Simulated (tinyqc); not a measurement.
Born-Mayer model of an ionic crystal AB: one step, computed by the program tinyqc.

Energies are per ion pair and r is the nearest distance of unlike ions.

Question. Terms of the lattice energy. Madelung constant M, unlike neighbours z1, like neighbours z2 at f r, volume per pair: rock salt 1.747565, 6, 12, sqrt2, 2 r^3; caesium chloride 1.762675, 8, 6, 2/sqrt3, 8 r^3/(3 sqrt3); zinc blende 1.638055, 4, 12, sqrt(8/3), 16 r^3/(3 sqrt3). U(r) = -M z^2 e^2/(4 pi eps_0 r) + z1 lambda exp(-r/rho).

Inputs (values chosen for the exercise, for a model salt): ionic charge z = 1; unlike repulsion lambda = 5900 eV; range rho = 0.287 angstrom.

Structure: zinc blende. Short range: nearest neighbours only.

equilibrium distance r0 = 2.964753 angstrom

Constants: e^2/(4 pi eps_0) = 14.39964548 eV angstrom.

Give: terms; lattice energy U.

Answer.

terms (eV): Coulomb -7.956, unlike repulsion 0.770

lattice energy U = -7.186 eV per pair

The short-range terms together cancel 9.7 % of the Coulomb energy, which is rho/r0 = 0.0968: U = -(M z^2 e^2/(4 pi eps_0 r0))(1 - rho/r0).
